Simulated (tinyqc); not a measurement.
X-ray reflectivity of a thin film on silicon: critical angles, Parratt recursion, fringes and roughness: one step, computed by the program tinyqc.

n = 1 - delta + i beta; the classical electron radius is r_e = 2.8179403e-6 nm. Layer 0 is vacuum, 1 the film, 2 the substrate.

Task: Reflectivity at one angle. k_j = (2 pi/lambda) sqrt(sin^2 theta - 2 delta_j + 2 i beta_j); r_ij = (k_i - k_j)/(k_i + k_j) x exp(-2 k_i k_j sigma^2) (Nevot-Croce); r = (r_01 + r_12 p)/(1 + r_01 r_12 p), p = exp(2 i k_1 d); R = |r|^2.

Inputs (values chosen for the exercise, modelled on ruthenium on silicon, copper K-alpha radiation): wavelength lambda = 0.15406 nm; film thickness d = 34.9 nm; roughness of the surface sigma_1 = 1.1 nm; roughness of the interface sigma_2 = 0.64 nm; grazing angle theta = 1.13 degrees.

Constants:
```
layer      rho_e (1/nm^3)         delta          beta  critical angle (degrees)  q_c (1/nm)
film             3117.361  3.318324e-05  2.754209e-06                 0.4667637   0.6644991
substrate         711.402  7.572626e-06  1.741704e-07                 0.2229774   0.3174375
```

Give: k_0, k_1, k_2; 1000 r_01; 1000 r_12; p; reflectivity R; q = 4 pi sin(theta)/lambda.

Result:

k_0, k_1, k_2 (1/nm): [0.8043, 0.7325+0.0063i, 0.7885+0.0004i]

1000 r_01 = 11.21-1.16i

1000 r_12 = -22.91+2.61i

p = 0.4204+0.4908i

reflectivity R = 1.281e-04

q = 4 pi sin(theta)/lambda = 1.609 1/nm
